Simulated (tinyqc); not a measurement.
Solubility, supersaturation, precipitation and gettering of an impurity in a silicon-like host: one step, computed by the program tinyqc.

The wafer was saturated at T1 and is then held at T.

Problem. Solubility, diffusivity, supersaturation. C_eq(T) = N0 exp(S/k_B - H/(k_B T)); D(T) = D0 exp(-Q/(k_B T)); C0 = C_eq(T1). Supersaturation s = C0/C_eq(T); critical radius r* = 2 gamma/(C_p k_B T ln s); barrier W* = (4 pi/3) gamma r*^2. Strain energy is left out.

Inputs (values chosen for the exercise, modelled on chromium in silicon):

| quantity | value | unit |
|---|---|---|
| site density N0 | 5e+22 | 1/cm^3 |
| enthalpy of solution H | 2.87 | eV |
| entropy of solution S | 4.8 | k_B |
| diffusion prefactor D0 | 0.00064 | cm^2/s |
| migration energy Q | 0.827 | eV |
| temperature of saturation T1 | 1325 | K |
| anneal temperature T | 803 | K |
| impurity density in the precipitate C_p | 2.5e+22 | 1/cm^3 |
| interface energy gamma | 0.71 | J/m^2 |

Constants: k_B = 8.617333262e-05 eV/K; k_B = 1.380649e-23 J/K.

Give: C0; C_eq(T); D(T); supersaturation s; critical radius r*; W*/(k_B T).

Solution.

C0 = 7.366e+13 1/cm^3

C_eq(T) = 5.901e+06 1/cm^3

D(T) = 4.128e-09 cm^2/s

supersaturation s = 1.248e+07

critical radius r* = 0.3135 nm

W*/(k_B T) = 26.37

Caution: the barrier to homogeneous nucleation is below 35 k_B T for these inputs, so new precipitates would form and outnumber the fixed sinks assumed here. Caution: a critical radius of atomic size is outside the capillary model.
